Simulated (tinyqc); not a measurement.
# Conduction-band offset of an n-N heterojunction from carrier-profile moments: what changes with what

Layer 1 (x < 0) accumulates electrons and layer 2 (x > 0) is depleted. Boltzmann statistics. The bands bend down by V1 in layer 1 and up by V2 in layer 2, with V1 + V2 = VD = dE + Vt ln[(N2/Nc2)/(N1/Nc1)].

Parameters, values chosen for the exercise; values of the order of III-V alloys:

| symbol | value | unit | meaning |
|---|---|---|---|
| T | 350 | K | temperature |
| eps_r | 11.6 |  | relative permittivity of both layers |
| Nc1 | 6.7e17 | cm^-3 | density of states of the narrow-gap layer 1 |
| Nc2 | 1.5e18 | cm^-3 | density of states of the wide-gap layer 2 |
| dE | 0.13 | eV | conduction-band offset |
| N1 | 1.2e16 | cm^-3 | donor density in layer 1 |
| N2 | 1.1e17 | cm^-3 | donor density in layer 2 |
| si | 0 | cm^-2 | fixed charge at the interface |

Constants: q = 1.602176634e-19 C, kB = 1.380649e-23 J/K, Vt = kB T/q, eps0 = 8.8541878128e-14 F/cm where lengths are in cm. Results are converted to the units shown.

Each table varies one quantity; the others keep the values above.

## Effect of the doping of the wide-gap layer

Sheet densities from the first integral: Q1 = sqrt((2 eps0 eps_r Vt N1/q)(exp(u1) - u1 - 1)) extra electrons, Q2 = sqrt((2 eps0 eps_r Vt N2/q)(exp(-u2) + u2 - 1)) missing ones, u = V/Vt; neutrality Q1 = Q2 + si.

Results:
```
N2 (cm^-3)   VD (V)   V1 (V)  Q1 (cm^-2)  n(0-)/Nc1
3.5e15      0.06853  0.01890    3.369e10    0.03351
6e15        0.08479  0.02666    4.989e10    0.04335
1.7e16       0.1162  0.04568    9.711e10    0.08144
2.9e16       0.1323  0.05734    1.326e11     0.1199
5e16         0.1487  0.07035    1.799e11     0.1846
8.5e16       0.1647  0.08393    2.397e11     0.2895
1.5e17       0.1819  0.09923    3.235e11     0.4808
2.5e17       0.1973   0.1135    4.217e11     0.7718
```

Estimate the missing row, N2 = 1e16 cm^-3.

Computed row:
```
N2 (cm^-3)  VD (V)   V1 (V)  Q1 (cm^-2)  n(0-)/Nc1
1e16        0.1002  0.03534    6.999e10    0.05780
```

With this row back in the table: Q1 rises from 3.37e10 to 4.22e11 cm^-2, as N2^(0.59) over the table, while VD grows by Vt ln 10 a decade and the share V1/VD rises from 0.276 to 0.575. For N2 = 2.5e17 n(0-) nears or passes Nc1, where degeneracy and quantisation lower Q1.

## Effect of the offset

Same model as above.

Effect of the offset:
```
dE (eV)  VD (V)   V1 (V)  Q1 (cm^-2)  n(0-)/Nc1
0.06     0.1025  0.06372    1.547e11     0.1481
0.12     0.1625  0.08762    2.582e11     0.3272
0.19     0.2325   0.1062    3.690e11     0.6067
0.25     0.2925   0.1174    4.523e11     0.8773
0.31     0.3525   0.1259    5.265e11      1.162
0.37     0.4125   0.1326    5.934e11      1.456
0.44     0.4825   0.1391    6.646e11      1.806
0.5      0.5425   0.1438    7.209e11      2.109
```

Q1 rises from 1.55e11 to 7.21e11 cm^-2, as VD^(0.69) between the last two rows. Layer 1 takes 62.2 % of VD in the first row and 26.5 % in the last: accumulation charge grows exponentially with V1, so most of a large offset falls across the depleted side. For dE = 0.19, 0.25, 0.31, 0.37, 0.44, 0.5 n(0-) nears or passes Nc1, where degeneracy and quantisation lower Q1.

Program tinyqc, `OMP_NUM_THREADS=1 python tinyqc.py 2410070 2410071 out.jsonl`; Intel Xeon 2.30GHz, shared host, one thread, about 0.07 s.
